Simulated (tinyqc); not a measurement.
# Strained Delta valleys, repopulation and conductivity mass: mobility against stress

A cubic crystal with three pairs of conduction valleys along x, y and z under uniaxial stress X along [100] (X > 0 is tension); current along [010]. Non-degenerate electrons, fixed total density, one relaxation time for all valleys and stresses, masses unchanged by strain, so the mobility goes as the mean inverse mass.

Stress s_ij = X a_i a_j with a the unit vector along [100]; strain e_ii = s11 s_ii + s12 (s_jj + s_kk), e_ij = s44 s_ij/2. Valley shift dE = Xu (n.e.n - trace(e)/3) with n the valley axis; share f proportional to exp(-dE/Vt). Inverse mass along the current d = [010]: (n.d)^2/ml + (1 - (n.d)^2)/mt; mu/mu0 = sum f (1/m) over the plain mean of 1/m. The linear estimate is 1 - pi X with pi the small-stress slope -d(mu/mu0)/dX.

Values chosen for this exercise; values close to those of silicon:

| symbol | value | unit | meaning |
|---|---|---|---|
| T | 325 | K | temperature |
| s11 | 7.89 | 1/TPa | compliance |
| s12 | -2.1 | 1/TPa | compliance |
| s44 | 12.9 | 1/TPa | compliance |
| Xu | 8.94 | eV | shear deformation potential |
| ml | 0.887 | m0 | longitudinal mass |
| mt | 0.198 | m0 | transverse mass |

Constants: q = 1.602176634e-19 C, kB = 1.380649e-23 J/K, Vt = kB T/q. Results are converted to the units shown.

Results:

| X (MPa) | splitting (meV) | largest share | mu/mu0 | linear estimate |
|---|---|---|---|---|
| 25 | 2.2328 | 0.34207 | 0.99084 | 0.99072 |
| 50 | 4.4655 | 0.35056 | 0.98195 | 0.98143 |
| 100 | 8.9311 | 0.36671 | 0.96502 | 0.96286 |
| 200 | 17.862 | 0.39550 | 0.93484 | 0.92572 |
| 400 | 35.724 | 0.43874 | 0.88952 | 0.85144 |
| 700 | 62.517 | 0.47454 | 0.85199 | 0.74002 |
| 1500 | 133.97 | 0.49792 | 0.82749 | 0.44291 |
| 2500 | 223.28 | 0.49991 | 0.82539 | 0.071509 |

Estimate the missing row, X = 1000 MPa.

Computed row:

| X (MPa) | splitting (meV) | largest share | mu/mu0 | linear estimate |
|---|---|---|---|---|
| 1000 | 89.311 | 0.48990 | 0.83589 | 0.62860 |

With this row back in the table: The ratio mu/mu0 falls from 0.991 to 0.825; pi = 37.1e-11 1/Pa. The linear estimate of the change is 1.014 times the computed change in the first row and 5.32 times it in the last: once the splitting is several Vt (Vt = 28.0 meV) the upper valleys are nearly empty and little is left to move. At X = 2500 MPa the stress passes 1.5 GPa, where intervalley scattering and masses change too.

Computed by the program tinyqc: `OMP_NUM_THREADS=1 python tinyqc.py 2530057 2530058 out.jsonl`, one thread of a shared Intel Xeon 2.30GHz, about 0.01 s for the whole run.
